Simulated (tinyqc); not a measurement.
Coherent transport through a tight-binding region between two chains, step by step. One step of it, computed by the program tinyqc.

Question. Transmission at E = 0.41 eV. Surface Green function g = (E - i sqrt(4 t^2 - E^2)) / (2 t^2); self-energy tc^2 g on each contact site; G = (E - H - Sigma)^(-1); Gamma = -2 Im Sigma; T = Gamma_L Gamma_R |G_LR|^2; local density of states -Im G_ii / pi.

H of the central region (eV), lower triangle:
```
,1,2,3,4
1,-0.620000
2,-1.300000,0.640000
3,0.000000,-1.300000,-0.570000
4,0.000000,0.000000,-1.300000,0.640000
```

Leads: semi-infinite chains with site energy 0:
```
parameter,value
lead hopping t (eV),2.420000
coupling to the left lead (eV),1.150000
coupling to the right lead (eV),0.830000
left contact site,1
right contact site,4
```

E = 0.410000 eV

Give: g; G; local density of states; transmission.

Answer.

g = 0.035-0.412i 1/eV

G (1/eV), lower triangle:
```
,1,2,3,4
1,0.209-0.098i
2,0.570-0.014i,-0.437-0.228i
3,-0.108+0.095i,0.122-0.027i,0.130-0.100i
4,-0.489-0.058i,0.345+0.249i,0.550+0.102i,-0.760-0.326i
```

local density of states (1/eV): 0.031  0.073  0.032  0.104

transmission = 0.150
